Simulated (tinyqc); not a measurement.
Ways to reach the isolated limit: finite-size error of a charged defect in a periodic cell: Madelung and Makov-Payne terms. Computed by tinyqc, a small Python program. Command: `OMP_NUM_THREADS=1 python tinyqc.py 3003719 3003720 out.jsonl imagecharge walk`. One thread of a shared host (Intel(R) Xeon(R) Processor @ 2.30GHz), about 0.02 s of CPU time with the checks.

L is the cube root of the cell volume. The defect charge is a Gaussian, rho(r) = q (2 pi sigma^2)^(-3/2) exp(-r^2/2 sigma^2), repeated periodically in a uniform neutralising background and screened by a continuum. The model cell energy is E(L) = E_0 + [periodic - isolated electrostatic energy].

Inputs (values chosen for the exercise, with screening close to that of diamond):
```
quantity                                     value      unit
charge q                                         2         e
cell length L                                 16.2  angstrom
dielectric constant eps                       5.86         -
width sigma of the defect charge               1.9  angstrom
formation energy of the isolated defect E_0  2.697        eV
```

Supercell lattice: bcc. Screening: isotropic.

scatter added to the six cells, standing for numerical noise (meV): 7.3  -1  3.7  -19  -32  4.2

Constants: e^2/(4 pi eps_0) = 14.39964548 eV angstrom.

Method:
- Cell vectors: (-1,1,1), (1,-1,1), (1,1,-1), scaled to volume L^3.
- Ewald sum for a unit point charge: scale each Cartesian component of the cell by 1/sqrt(eps_i), giving R', G' and V'; E = [ (1/2) sum erfc(eta R')/R' + (2 pi/V') sum exp(-G'^2/4 eta^2)/G'^2 - eta/sqrt(pi) - pi/(2 V' eta^2) ] e^2/(4 pi eps_0) / sqrt(eps_x eps_y eps_z), over n_i = -6..6, omitting n = (0,0,0), eta = 2/V'^(1/3). alpha = -2 E eps_g L/(e^2/(4 pi eps_0)), eps_g = (eps_x eps_y eps_z)^(1/3).
- Periodic energy of the Gaussian: (2 pi q^2/V) sum_(G != 0) exp(-sigma^2 G^2)/(G.eps.G) x e^2/(4 pi eps_0), n_i = -k..k with k = max(9, L/sigma rounded up). Isolated energy: q^2/(2 sqrt(pi) sigma) <1/(n.eps.n)> e^2/(4 pi eps_0), the mean over directions n, here 1/eps.
- Cells of the same shape with L scaled by 0.7, 0.85, 1, 1.25, 1.5 and 2; the scatter is added to E(L).
- The point-charge correction scales as 1/L from its value at the input L.
- Least-squares fits of E(L) to a + b/L, a + c/L^3 or a + b/L + c/L^3; the estimate is a, and errors are against E_0.

Scaling data:
```
L (angstrom)  1/L (1/angstrom)  E(L) (eV)  E(L) + point-charge correction (eV)
11.34                0.0881834    1.60536                              2.85717
13.77                0.0726216    1.75049                              2.78139
16.20                0.0617284    1.87687                              2.75314
20.25                0.0493827    2.00384                              2.70485
24.30                0.0411523    2.09636                              2.68054
32.40                0.0308642    2.26962                              2.70775
```

point-charge correction -q^2 E = 0.876266 eV

nearest image = 17.6762 angstrom

Estimates of E_0:
```
way                              estimate (eV)  error (meV)
largest cell, uncorrected               2.2696      -427.38
largest cell, point-charge term         2.7078        10.75
1/L fit, three smallest                 2.5008      -196.23
1/L fit, all six                        2.5830      -114.03
1/L^3 fit, all six                      2.1656      -531.37
1/L and 1/L^3, three smallest           2.8260       128.95
1/L and 1/L^3, all six                  2.7006         3.58
corrected data, 1/L^3 fit               2.6822       -14.81
```

coefficient b of the full fit = -14.701 eV angstrom

What follows from these numbers?

Best here: 1/L and 1/L^3, all six (+3.6 meV); worst: 1/L^3 fit, all six (-531 meV). The fitted b is 103.6 % of the Madelung value -q^2 alpha e^2/(8 pi eps_0 eps_g), so such a fit also measures the screening. The three-term fit to three small cells has no spare point and magnifies the scatter. A pure 1/L fit lands below E_0, because the positive 1/L^3 term flattens the small-cell points.

Extremes, crossings and ranges named in words are read from the listed rows.
